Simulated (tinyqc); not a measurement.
Surface Green function of a chain with one s and one p orbital a site, Sancho-Rubio decimation: one step of the calculation.

A semi-infinite lead of cells 0, 1, 2, ... with H0 inside a cell and H1 = <cell i|H|cell i + 1>. H1 = [[-vss, vsp], [-vsp, vpp]]. z = E + i eta.

Question. Decimation. Start with e_s = e = H0, a = H1, b = H1^dagger. Each round: g = (z - e)^(-1); e_s <- e_s + a g b; e <- e + a g b + b g a; a <- a g a; b <- b g b (all with the old a, b). Round k joins cells 2^k apart.

Inputs (values chosen for the exercise):
```
symbol,value,unit,meaning
E,1.52,eV,energy
eta,0.01,eV,broadening
```

e_s after round 1 (eV):
```
	s	p
s	0.6249736-0.0059712i	0.8110639-0.0058570i
p	0.8110639-0.0058570i	1.1884596-0.0065500i
```

e after round 1 (eV):
```
	s	p
s	1.5199471-0.0119423i	0.0000000+0.0000000i
p	0.0000000+0.0000000i	2.0369191-0.0131000i
```

a after round 1 (eV):
```
	s	p
s	0.22231001-0.00027063i	0.10717525-0.00192467i
p	-0.10717525+0.00192467i	0.40500973-0.00407262i
```

b after round 1 (eV):
```
	s	p
s	0.22231001-0.00027063i	-0.10717525+0.00192467i
p	0.10717525-0.00192467i	0.40500973-0.00407262i
```

Find: g; e_s after round 2; e after round 2; a after round 2; b after round 2.

Answer.

g (1/eV):
```
	s	p
s	0.11-45.57i	0.00+0.00i
p	0.00+0.00i	-1.93-0.09i
```

e_s after round 2 (eV):
```
	s	p
s	0.603-2.259i	0.745+1.079i
p	0.745+1.079i	0.854-0.538i
```

e after round 2 (eV):
```
	s	p
s	1.475-4.517i	0.000+0.000i
p	0.000+0.000i	1.368-1.075i
```

a after round 2 (eV):
```
	s	p
s	0.022-2.252i	-0.102-1.087i
p	0.102+1.087i	-0.299+0.516i
```

b after round 2 (eV):
```
	s	p
s	0.022-2.252i	0.102+1.087i
p	-0.102-1.087i	-0.299+0.516i
```

Computed by the program tinyqc: `OMP_NUM_THREADS=1 python tinyqc.py 2680120 2680121 out.jsonl`, one thread of a shared Intel Xeon 2.30GHz, about 0.06 s for the whole run.
